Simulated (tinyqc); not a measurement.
# Domain walls in a thin film with perpendicular anisotropy: Bloch, Neel and chiral walls, motion and stripe domains, step by step

A worked calculation. Computed by tinyqc, a small Python program that keeps every step. Command: `OMP_NUM_THREADS=1 python tinyqc.py 3014960 3014961 out.jsonl mwall walk`. One thread of a shared host (Intel(R) Xeon(R) Processor @ 2.30GHz), about 0.01 s of CPU time with the checks. Intermediate numbers are printed to about 6 digits and carried at full precision; extremes and crossings named in words are read from the listed rows.

One-dimensional wall: polar angle theta(x), azimuth phi of the moment in the wall (phi = 0 Neel, 90 degrees Bloch). mu_0 = 1.25663706212e-6 T m/A, gamma = 1.76085963023e11 rad/(s T).

Inputs (values chosen for the exercise, for a model film): saturation magnetisation M_s = 965 kA/m; exchange stiffness A = 17 pJ/m; uniaxial anisotropy K_u = 663 kJ/m^3; DMI constant D = 0.34 mJ/m^2; thickness t = 0.92 nm; damping alpha = 0.12; field mu_0 H_z = 29 mT.

Drive: magnetic field.

## Width and energy of the Bloch wall

K_eff = K_u - mu_0 M_s^2/2; Delta = sqrt(A/K_eff); sigma_0 = 4 sqrt(A K_eff); profile theta = 2 arctan exp(x/Delta); quality factor Q = 2 K_u/(mu_0 M_s^2).

K_eff = 77.8941 kJ/m^3

width parameter Delta = 14.7731 nm

sigma_0 = 4.60295 mJ/m^2

quality factor Q = 1.13313

## Bloch or Neel

sigma(phi) = sigma_0 + 2 Delta K_D cos^2(phi) - pi D cos(phi), with the wall shape anisotropy K_D = N_x mu_0 M_s^2/2, N_x = t ln 2/(pi Delta). The minimum has cos(phi) = D/D_N for D < D_N = 4 Delta K_D/pi and phi = 0 beyond; sigma turns negative at D_c = (sigma_0 + 2 Delta K_D)/pi.

K_D = 8.03944 kJ/m^3

D_N = 0.151220 mJ/m^2

azimuth phi = 0 degrees

wall energy sigma = 3.77235 mJ/m^2

D_c = 1.54078 mJ/m^2

A pure chiral Neel wall. D is 0.22 of D_c.

## Walker breakdown

Field drive: steady motion v = gamma Delta B/alpha needs B = (alpha/2) [2 B_D sin(phi) - B_K sin(2 phi)] in size, B_K = 2 K_D/M_s, B_D = pi D/(2 M_s Delta), with phi moving from its rest value; the Walker field B_W is the largest value of |B_D sin(phi) - (B_K/2) sin(2 phi)| times alpha, reached at cos(phi) = [d - sqrt(d^2 + 8)]/4, d = B_D/B_K. Far above B_W/alpha, v = gamma Delta B alpha/(1 + alpha^2); this is used for all B above B_W.

B_K = 16.6620 mT

B_D = 37.4627 mT

Walker field B_W = 4.86702 mT

velocity at B_W = 105.507 m/s

velocity at B = 8.92415 m/s

B is above B_W: the wall moment precesses, and the far-field formula is used. Without D, B_W would be alpha B_K/2 = 1.000 mT, so D raises it 4.9 times. Caution: below about 3 B_W/alpha the mean velocity lies above the far-field formula, by a factor of roughly 1 + (B_W/(alpha B))^2/2.

## Stripe domains

Dipolar length l = sigma/(mu_0 M_s^2); for t much smaller than the period the domain width is w = 0.955 t exp(pi l/t) (Kaplan and Gehring), given as log10 of w in nm.

dipolar length l = 3.22365 nm

log10 of the domain width in nm = 4.72451

Equilibrium domains are about 53000 nm wide.

## Raising D

The formulas are those given above.

Wall against D; the last column is the Kaplan-Gehring width, log10[0.955 t exp(pi sigma/(mu_0 M_s^2 t))/nm], with a dash where it falls below 10 Delta and the formula fails:
```
D (mJ/m^2)  phi (degrees)  sigma (mJ/m^2)  sigma/sigma_0  log10 domain width
0.030             78.5573         4.59361       0.997969             5.76530
0.076             59.8291         4.54296       0.986965             5.70111
0.120             37.4817         4.45337       0.967503             5.58758
0.310              0.0000         3.86660       0.840025             4.84396
0.620              0.0000         2.89270       0.628445             3.60973
0.920              0.0000         1.95022       0.423690             2.41532
1.200              0.0000         1.07058       0.232585                   -
1.400              0.0000         0.44226       0.096082                   -
```

D_N is 10 % of D_c, so a small D fixes the chirality long before it lowers the energy much. Beyond D_N sigma falls by pi per unit of D, and the domain width, which has sigma in an exponent, drops by 3.3 decades over the valid rows (values above 6 mean a single domain in any device).

Checks made by the program: sigma_0 against the integral over the profile (relative difference below 1e-10); B_W against a scan of phi (relative difference below 1e-10).
